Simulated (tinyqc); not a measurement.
From results back to parameters: armchair graphene nanoribbon in tight binding. Two cases, with inputs chosen for the exercise.

Problem. For an armchair ribbon without edge correction the gap is 2t times the smallest |1 + 2 cos(p pi/(N + 1))|, p = 1 to N. The gap below belongs to a hidden N between 3 and 40.

Find: N; family.

Case 1.

Values chosen (out of a larger set: near those used for graphene; not measured data): t = 2.96 eV (hopping).

gap = 0.54475 eV

Solution.

N = 19

family: 3p+1

Near c = -1/2 the gap is about 2 pi t/(sqrt3 (N + 1)), which gives N + 1 = 19.7; the exact formula gives 0.55587, 0.54475 and 0.00000 eV for N = 18, 19 and 20.

Case 2.

Values chosen (out of a larger set: near those used for graphene; not measured data): t = 2.82 eV (hopping).

gap = 0.61207 eV

Solution.

N = 16

family: 3p+1

Near c = -1/2 the gap is about 2 pi t/(sqrt3 (N + 1)), which gives N + 1 = 16.7; the exact formula gives 0.62683, 0.61207 and 0.00000 eV for N = 15, 16 and 17.

Computed by tinyqc, one run a case: `OMP_NUM_THREADS=1 python tinyqc.py N N+1 out.jsonl` with N = 1481834, 1481986; one thread of a shared Intel(R) Xeon(R) Processor @ 2.30GHz, about 0.04 s a run at most.
